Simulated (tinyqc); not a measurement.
Resistance of a source-drain extension with a graded tip: one step of the calculation.

y runs along the channel, the gate covers y > 0. The doping is N0 for y < y0 and N0 10^(-(y - y0)/la) beyond, uniform over the depth xj. Sheet conductance s(y) = q mu(N) max(N - Nch, 0) xj + (for y > 0) ma Cox Vo, with mu(N) = u0 + (u1 - u0)/(1 + (N/Nr)^au) and Cox = eps0 eox/tox. Current is taken as one-dimensional; depletion of the tip, spreading and the contact are left out. The metallurgical junction lies at yj, where N = Nch.

Problem. Resistance of the overlapped part. Midpoint rule on 9 equal steps from 0 to yj: R_ov = sum h/s(y), per width.

Parameters, values chosen for the exercise; mobility law close to that of electrons in silicon: relative permittivity of the gate insulator (close to silicon dioxide) eox = 3.9; insulator thickness tox = 3.7 nm; active doping of the extension far from the gate N0 = 5.8e19 cm^-3; lateral abruptness la = 5.3 nm/decade; position under the gate where the fall begins (gate edge at 0) y0 = 2.7 nm; depth of the extension xj = 15 nm; channel doping Nch = 2.3e18 cm^-3; gate overdrive Vo = 0.44 V; mobility of the gate-induced layer ma = 130 cm^2/(V s); mobility at low doping u1 = 1414 cm^2/(V s); mobility at high doping u0 = 68.5 cm^2/(V s); reference doping Nr = 9.2e16 cm^-3; exponent au = 0.711.

Constants: q = 1.602176634e-19 C, eps0 = 8.8541878128e-14 F/cm where lengths are in cm. Results are converted to the units shown.

Find: y; N; doped conductance; sheet resistance; R_ov.

Solution.

```
point,y (nm),N (cm^-3),doped conductance (uS),sheet resistance (ohm/square)
0,0.5627,5.800e19,1099,867.6
1,1.688,5.800e19,1099,867.6
2,2.814,5.521e19,1050,906.2
3,3.939,3.386e19,670.2,1382
4,5.065,2.076e19,428.0,2077
5,6.190,1.273e19,270.1,3091
6,7.315,7.809e18,163.4,4614
7,8.441,4.789e18,86.68,7140
8,9.566,2.937e18,26.66,1.249e4
```

R_ov = 37.63 ohm um

Computed by the program tinyqc: `OMP_NUM_THREADS=1 python tinyqc.py 2282028 2282029 out.jsonl`, one thread of a shared Intel Xeon 2.30GHz, about 0.07 s for the whole run.
